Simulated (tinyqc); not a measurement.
Raman shift of the zone-centre optical phonon of a diamond-structure crystal under stress. Changing the local temperature T. Computed by tinyqc, a small Python program. Command: `OMP_NUM_THREADS=1 python tinyqc.py 3019708 3019709 out.jsonl ramanstress sweep`. One thread of a shared host (Intel(R) Xeon(R) Processor @ 2.30GHz), about 0.01 s of CPU time with the checks.

Axes x, y, z are the cube axes. Strain shifts the threefold optical mode and can split it; p, q and r are the phonon deformation potentials.

Inputs (values chosen for the exercise, for a model crystal):

| quantity | value | unit |
|---|---|---|
| unstrained frequency omega_0 | 739 | 1/cm |
| p/omega_0^2 | -1.71 | - |
| q/omega_0^2 | -2.4 | - |
| r/omega_0^2 | -1.06 | - |
| C11 | 345 | GPa |
| C12 | 152 | GPa |
| C44 | 141 | GPa |
| stress sigma (tension positive) | -1 | GPa |
| polarisation angle phi | 10 | degree |
| temperature coefficient d omega/dT | -0.015 | 1/(cm K) |
| laser wavelength | 364 | nm |

Stress state: hydrostatic. Axis: none.

Constants: h = 6.62607015e-34 J s; c = 299792458 m/s; k_B = 1.380649e-23 J/K.

Method:
- S11 = (C11 + C12)/D, S12 = -C12/D, D = (C11 - C12)(C11 + 2 C12), S44 = 1/C44.
- Hydrostatic stress: sigma_ij = sigma delta_ij.
- eps_xx = S11 sigma_xx + S12 (sigma_yy + sigma_zz), and cyclic; eps_xy = S44 sigma_xy/2 (tensor strain).
- Secular matrix: M_xx = p eps_xx + q (eps_yy + eps_zz), M_xy = 2 r eps_xy; its eigenvalues are omega^2 - omega_0^2, and the shifts are these over 2 omega_0.
- Backscattering from a (001) surface: incident polarisation (cos phi, sin phi, 0). With Raman tensors (R_z)_xy = (R_z)_yx = 1 and cyclic, only the z component u_z of a mode counts: I = u_z^2 sin^2(2 phi) for parallel and u_z^2 cos^2(2 phi) for crossed polarisers. An unresolved line sits at the intensity-weighted shift, which is M_zz/(2 omega_0).
- A temperature above 300 K shifts the line by (d omega/dT)(T - 300 K); divided by the shift per stress it poses as a stress; the total shift adds it to the shift of the observed line. The anti-Stokes to Stokes ratio is [(omega_L + omega_0)/(omega_L - omega_0)]^3 exp(-h c omega_0/(k_B T)) in photon counts, omega_L = 1/wavelength, resonance effects left out.

One run for each value:

| local temperature T (K) | anti-Stokes/Stokes ratio | total shift (1/cm) | apparent stress from heating (GPa) |
|---|---|---|---|
| 300 | 0.03395 | 3.7064 | 0.0000 |
| 370 | 0.06639 | 2.6564 | 0.2833 |
| 420 | 0.09347 | 1.9064 | 0.4856 |
| 480 | 0.12826 | 1.0064 | 0.7285 |
| 560 | 0.17601 | -0.1936 | 1.0522 |
| 650 | 0.22893 | -1.5436 | 1.4165 |
| 750 | 0.28472 | -3.0436 | 1.8212 |

Give the missing row, local temperature T (K) = 330.

Computed row:
```
local temperature T (K)  anti-Stokes/Stokes ratio  total shift (1/cm)  apparent stress from heating (GPa)
330                                       0.04686              3.2564                              0.1214
```

Interpolating between the two neighbouring rows (linearly) misses most in anti-Stokes/Stokes ratio, by 2.1 %. Over the rows, anti-Stokes/Stokes ratio rises from 0.0340 to 0.285 (exponent d ln y / d ln x 3.4 between the first rows and 1.5 between the last); total shift (1/cm) falls from 3.71 to -3.04; apparent stress from heating (GPa) rises from 0 to 1.82. The intensity ratio is a Boltzmann factor and does not involve the stress in this model, so it separates heating from stress.

Caution (all rows): this stress has components normal to the (001) face, so it cannot reach a free (001) surface; it can act on buried material.

Extremes, crossings and ranges named in words are read from the listed rows.
